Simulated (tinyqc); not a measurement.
Worked calculation: model-solid line-up of a strained alloy layer on a substrate. Values are carried at full precision from step to step, so a last printed digit may differ when a step is redone from the rounded ones.

All values of the alloy are linear in x but the gap, Eg(x) = (1 - x) Eg_A + x Eg_B - C x (1 - x), and the valence edge, Ev(x) = (1 - x) Ev_A + x Ev_B + fv C x (1 - x); Ec = Ev + Eg. Ev is the top of the unstrained valence band on a scale common to all materials. In the layer only the Gamma valley of the conduction band is followed, also where an X or L valley would lie lower.

Values chosen for the exercise (A near InP, B near GaP, substrate near Ge; shifted at random, so the results belong to these values and not to a real crystal):
- a = (5.865, 5.458) angstrom (lattice constant of A, B)
- Eg = (1.438, 2.888) eV (gap at Gamma to the s-like level of A, B)
- Dso = (0.109, 0.08) eV (spin-orbit splitting of A, B)
- Ev = (-0.93, -1.27) eV (top of the unstrained valence band of A, B)
- ac = (-5.95, -8.11) eV (conduction deformation potential of A, B)
- av = (0.6, 1.72) eV (valence hydrostatic potential of A, B)
- b = (-2.02, -1.61) eV (tetragonal shear potential of A, B)
- d = (-5.05, -4.58) eV (trigonal shear potential of A, B)
- C11 = (100.6, 138.7) GPa (of A, B)
- C12 = (56.5, 61.2) GPa (of A, B)
- C44 = (45.8, 70.8) GPa (of A, B)
- C = 0.624 eV (bowing of the gap)
- fv = 0 (share of the bowing taken by the valence edge)
- x = 0.55 (fraction of B)
- a_s = 5.666 angstrom (substrate)
- face = 110 (growth face)
- Eg_s = 0.743 eV (lowest gap of the substrate)
- Ev_s = -0.35 eV (substrate valence edge)
- e14 = -0.077 C/m^2 (piezoelectric constant of the layer)
- eps = 13.8 (dielectric constant)
- Lw = 5 nm (thickness of the layer)

## Values of the alloy

Interpolate.

Alloy at x (a in angstrom, C11, C12, C44 in GPa, all else in eV):
```
symbol      value
a         5.64115
Eg        2.08106
Dso       0.09305
Ev       -1.11700
ac       -7.13800
av        1.21600
b        -1.79450
d        -4.79150
C11     121.55500
C12      59.08500
C44      59.55000
```

## Strain on the (110) substrate

Coherent growth on a (110) face: e_par = (a_s - a)/a, e_perp = -(C11 + 3 C12 - 2 C44)/(C11 + C12 + 2 C44) e_par; exx = eyy = (e_par + e_perp)/2, ezz = e_par, exy = (e_perp - e_par)/2, eyz = ezx = 0.

Use the values of the alloy.

e_par = 0.004405
e_perp = -0.002641

strain tensor in the cubic axes:
```
           x          y         z
x   0.000882  -0.003523  0.000000
y  -0.003523   0.000882  0.000000
z   0.000000   0.000000  0.004405
```

The layer is under tension in the plane; its volume changes by +0.617 %.

## Strained band edges

Strained edges: Ec + ac tr(e); the valence edges are Ev plus the levels of the 6 x 6 matrix of X, Y, Z times spin with -Dso/3 + l exx + m (eyy + ezz) on the diagonal (cyclic), n exy off it, l = av + 2 b, m = av - b, n = sqrt(3) d. Spin-orbit term (Dso/3) L.sigma on X, Y, Z with (L_k)_ij = -i epsilon_kij: <X+|H|Y+> = -i Dso/3, <X+|H|Z-> = Dso/3, <Y+|H|Z-> = -i Dso/3, <Z+|H|X-> = -Dso/3, <Z+|H|Y-> = i Dso/3, <X-|H|Y-> = i Dso/3, and their conjugates; + and - are the spin along z.

Give the hydrostatic shifts, the strain block and the edges.

ac tr(e), av tr(e) (eV): -0.0440  0.0075

strain block (eV), lower triangle:
```
        X       Y        Z
X  0.0138
Y  0.0292  0.0138
Z       0       0  -0.0051
```

Ec and the three valence edges from the top (eV): 0.9200  -1.0862  -1.1271  -1.2083

strained gap = 2.0062 eV

Strain moves the gap by -75 meV: -52 meV from the volume and -23 meV from the splitting of the valence edge, which always raises the top.

## Offsets against the substrate material

dEc = Ec(substrate) - Ec(layer), dEv = Ev(layer) - Ev(substrate); positive values confine the carrier in the layer. Type I: both of one sign; type II: opposite signs; type III: the gaps do not overlap.

Give also the smallest gap across the interface, min Ec - max Ev.

dEc = -0.5270 eV
dEv = -0.7362 eV

type: I

smallest gap = 0.7430 eV

Both carriers collect in the substrate material; the conduction band takes 42 % of the gap difference. Where the alloy is indirect its X or L edge, left out, lies lower and changes dEc.

## Piezoelectric polarisation

P_x = 2 e14 eyz and cyclic. The field along the normal n of the (110) face is -P.n/(eps eps0) in a layer between thick unstrained barriers, eps0 = 8.8541878e-12 F/m; 1 kV/cm = 1e5 V/m.

P (C/m^2): 0.000000  0.000000  0.000543

P.n = 0.000000 C/m^2
field along n = 0.0 kV/cm
potential drop across the layer = 0.0 mV

P lies along [001], in the plane of the layer, so a wide layer carries no field along its normal.

Run: tinyqc, `OMP_NUM_THREADS=1 python tinyqc.py 1080508 1080509 out.jsonl`; Intel(R) Xeon(R) Processor @ 2.30GHz, one thread, shared host; about 0.01 s of CPU time with all checks.
